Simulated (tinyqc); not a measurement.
Small-signal admittance of a forward-biased p+-n diode: two steps of the calculation.

Holes injected into a neutral base of width wb with an ohmic contact at its end; low injection, p0 far above the equilibrium density. A small voltage v exp(i w t), w = 2 pi f, modulates the edge density by p0 v/Vt, and the small-signal density obeys Dp d2p/dx2 = (1/tau + i w) p.

Parameters, values chosen for the exercise; permittivity close to that of 4H silicon carbide:
- T = 275 K (temperature)
- eps_r = 9.7 (relative permittivity)
- Nd = 1.4e16 cm^-3 (donor density of the base)
- Dp = 2.5 cm^2/s (hole diffusion coefficient)
- tau = 5e-8 s (hole lifetime)
- wb = 1.1 um (width of the neutral base)
- p0 = 1.7e13 cm^-3 (excess hole density at the junction edge)
- Na = 4e18 cm^-3 (acceptor density of the p+ side)
- f = 8.5e7 Hz (signal frequency)

Constants: q = 1.602176634e-19 C, kB = 1.380649e-23 J/K, Vt = kB T/q, eps0 = 8.8541878128e-14 F/cm where lengths are in cm. Results are converted to the units shown.

Task 1. Closed-form admittance. L = sqrt(Dp tau); direct current J = (q Dp p0/L) coth(wb/L); k = sqrt(1 + i w tau)/L; diffusion admittance Y = (q Dp p0/Vt) k coth(k wb) = G + i w C_diff; junction capacitance C_j = sqrt(q eps0 eps_r Nd/(2 Vr)) in the depletion approximation, with the remaining barrier Vr = Vt ln(Na/p0), a rough value under forward bias; base-width modulation is left out.

Wanted: L; J; k wb; Y; C_diff; C_j.

Result 1.

L = 3.536 um
J = 0.06389 A/cm^2
k wb = 1.158+1.116i
Y = 3.051+2.136i S/cm^2
C_diff = 0.003999 uF/cm^2
C_j = 0.05733 uF/cm^2

G is 1.13 times its low-frequency value J/Vt, and C_diff is 0.0698 times C_j.

Task 2. The same by finite differences. 7 equal intervals, h = wb/7; u = small-signal density over its edge value, u_0 = 1, u_7 = 0; u_(i-1) + b u_i + u_(i+1) = 0 with b = -2 - h^2 (1/tau + i w)/Dp; Y = (q Dp p0/(Vt h)) (-b/2 - u_1), which includes the half box at the edge.

Give: b; u; Y on the mesh.

Result 2.

b = -2.002-0.053i
u, node 1 to 6: [0.8346-0.0917i, 0.6757-0.1396i, 0.5256-0.1522i, 0.3844-0.1373i, 0.2513-0.1024i, 0.1241-0.0544i]
Y on the mesh = 3.042+2.160i S/cm^2

tinyqc, about 0.01 s, one thread, Intel Xeon 2.30GHz (shared host): `OMP_NUM_THREADS=1 python tinyqc.py 2890192 2890193 out.jsonl`
